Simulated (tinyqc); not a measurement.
# A discretised effective-mass wire between two leads, recursive Green functions: effects of single changes

Finite differences on a grid of step a give a chain with hopping -t, t = C/(m a^2), C = hbar^2/(2 m0), and site energies 2 t + U_i for the N = 7 sites of the device; the semi-infinite leads have site energy 2 t. Each slice is one site, and V = -t couples neighbouring slices.

Parameters, values chosen for the exercise:
```
symbol                                     value  unit                                    meaning
m                                           0.04    m0                             effective mass
a                                           0.77    nm                                  grid step
U       [0, 0.289, 0.462, 0.52, 0.462, 0.289, 0]    eV              potential on the sites 1 to N
E                                          0.586    eV  energy above the band bottom of the leads
```

Constants: q = 1.602176634e-19 C, hbar = 1.054571817e-34 J s, m0 = 9.1093837015e-31 kg, hbar^2/(2 m0) = 0.0380998212 eV nm^2. Results are converted to the units shown.

Each table varies one quantity; the others keep the values above.

## The device repeated

Sigma = t^2 g(E - 2 t), g(x) = (x - i sqrt(4 t^2 - x^2))/(2 t^2) for |x| < 2 t and (x - sign(x) sqrt(x^2 - 4 t^2))/(2 t^2) otherwise; Gamma = i (Sigma - Sigma^dagger); both leads give the same. Forward pass: g_1 = (E - H_1 - Sigma)^(-1), g_i = (E - H_i - V g_(i-1) V^dagger)^(-1), with Sigma also subtracted on the last slice; G_(i,1) = g_i V G_(i-1,1), starting from g_1. H_i is the block of slice i, its site energy. T(E) = Tr[Gamma G_(N,1) Gamma G_(N,1)^dagger]. The list U is repeated k times, so the device has k N slices.

Result of one run:
```
k     T(E)  ln T(E)
2  0.18948  -1.6634
```

What becomes of these results when the number of repeats k is changed from 2 to 12, all else the same?

Result of the changed run:
```
k        T(E)  ln T(E)
12  1.5388e-7  -15.687
```

The whole series:
```
k        T(E)   ln T(E)
1     0.59729  -0.51534
2     0.18948   -1.6634
3    0.049365   -3.0085
4    0.012235   -4.4034
5   0.0029957   -5.8106
6   7.3126e-4   -7.2207
8   4.3504e-5   -10.043
10  2.5874e-6   -12.865
12  1.5388e-7   -15.687
```

T(E) falls from 0.597 to 1.54e-7; over the last rows ln T(E) drops by a steady 1.41 a repeat: the energy lies in a gap of the periodic structure that the repeats form, with a decay length of 9.92 slices for the amplitude.

## Convergence with the grid step

A flat barrier of height U0 = 0.52 eV and width d = 3.08 nm is laid on n sites with a = d/n (U = U0 on each, N = n). The continuum value is 1/[1 + U0^2 sinh^2(K d)/(4 E (U0 - E))], K = sqrt(m (U0 - E)/C) (sin and k above the barrier).

Results:
```
n     a (nm)   t (eV)     T(E)  error (%)
2     1.5400  0.40163  0.39625      -24.0
8    0.38500   6.4260  0.51475      -1.26
16   0.19250   25.704  0.51969     -0.312
32  0.096250   102.82  0.52091    -0.0779
64  0.048125   411.26  0.52121    -0.0195
```

Estimate the missing row, n = 4.

Computed row:
```
n   a (nm)  t (eV)     T(E)  error (%)
4  0.77000  1.6065  0.49418      -5.21
```

With this row back in the table: The continuum value is 0.52131. The error goes from -24 % to -0.019 %, and the last halving of a cuts it by a factor of 4.0: second order, since the lattice band 2 t (1 - cos ka) departs from the parabola at order (ka)^4.

Computed by the program tinyqc: `OMP_NUM_THREADS=1 python tinyqc.py 2660127 2660128 out.jsonl`, one thread of a shared Intel Xeon 2.30GHz, about 0.02 s for the whole run.
